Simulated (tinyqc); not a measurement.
Comparisons within one model: cyclotron resonance of ellipsoidal valleys, Si type. A value that a table varies takes the place of the one given here.

Valleys along [100], [010], [001] (each with its opposite partner), mass ml along the axis and mt across it. B lies in the (1-10) plane, b = (sin(theta)/sqrt2, sin(theta)/sqrt2, cos(theta)). For the angle phi between B and the axis, 1/mc^2 = cos^2(phi)/mt^2 + sin^2(phi)/(mt ml). Resonance: h nu = 2 muB B/mc, h = 2 pi hbar.

Constants: hbar = 6.58211957e-16 eV s; muB = 5.788381798e-05 eV/T.

Inputs chosen for the exercise (near those of Si; not measured data): ml = 0.89 m0 (longitudinal mass); mt = 0.185 m0 (transverse mass); ths = (0, 20, 35, 50, 65, 80, 90) degrees (angles); g1 = 4.34 (Luttinger gamma1); g2 = 0.34 (gamma2); g3 = 1.44 (gamma3); theta = 51 degrees (angle of B from [001] towards [110]); nu = 24 GHz (microwave frequency).

## Rotating the field

mc against theta; [100] and [010] stay equal in this plane.

Cyclotron masses (m0):

| theta (degrees) | [100] | [001] |
|---|---|---|
| 0 | 0.4058 | 0.1850 |
| 20 | 0.3669 | 0.1942 |
| 35 | 0.3181 | 0.2151 |
| 50 | 0.2788 | 0.2529 |
| 65 | 0.2534 | 0.3130 |
| 80 | 0.2404 | 0.3843 |
| 90 | 0.2381 | 0.4058 |

All valleys give one line at theta = 54.7 degrees, B along [111], with mc = 0.2693. The [001] pair goes from mt to sqrt(ml mt), a factor 2.19; the other four only fall from sqrt(ml mt) to 0.2381, since their angle to B never drops below 45 degrees.

## Heavy and light holes (cyclotron masses of warped hole bands)

E = c k^2 f(n) with f = g1 -/+ 2 sqrt(g2^2 + 3 (g3^2 - g2^2)(nx^2 ny^2 + ny^2 nz^2 + nz^2 nx^2)). For the orbit through k = 0 perpendicular to b = (sin(theta)/sqrt2, sin(theta)/sqrt2, cos(theta)), mc is the mean of 1/f over the directions n in that plane (180 evenly spaced angles). Quantum effects of the lowest levels are left out.

Cyclotron masses (m0):

| theta (degrees) | heavy | light |
|---|---|---|
| 0 | 0.4063 | 0.1665 |
| 20 | 0.4512 | 0.1578 |
| 35 | 0.5130 | 0.1499 |
| 50 | 0.5469 | 0.1461 |
| 65 | 0.5433 | 0.1469 |
| 80 | 0.5298 | 0.1512 |
| 90 | 0.5256 | 0.1532 |

The heavy mass varies by 35 % over the table, with its largest listed value at 50 degrees ([111] lies at 54.7) and its smallest at 0; the light mass varies by 14.0 %. The warping term enters both with the same size, but it is set against a small inverse mass in one and a large one in the other (along [111], g1 - 2 g3 = 1.46 and g1 + 2 g3 = 7.22).

## What each parameter does

Resonance fields B = h nu mc/(2 muB) of the valleys [100] and [001]. Each row changes one parameter from the base and keeps the others.

Results:

| case | [100] (T) | [001] (T) |
|---|---|---|
| base | 0.2372 | 0.2196 |
| ml = 1.023 m0 | 0.2424 | 0.2231 |
| mt = 0.167 m0 | 0.2176 | 0.2006 |
| theta = 47 degrees | 0.2448 | 0.2089 |
| nu = 26.4 GHz | 0.2609 | 0.2416 |

The largest shifts from the base row, up to three for each result and ties (the steps differ in size, so this ranks the rows, not the parameters). [100] (T): nu +0.0237, mt -0.0196, theta +0.0076. [001] (T): nu +0.0220, mt -0.0190, theta -0.0107.

Run: tinyqc, `OMP_NUM_THREADS=1 python tinyqc.py 1281228 1281229 out.jsonl`; Intel(R) Xeon(R) Processor @ 2.30GHz, one thread, shared host; about 0.01 s of CPU time with all checks.
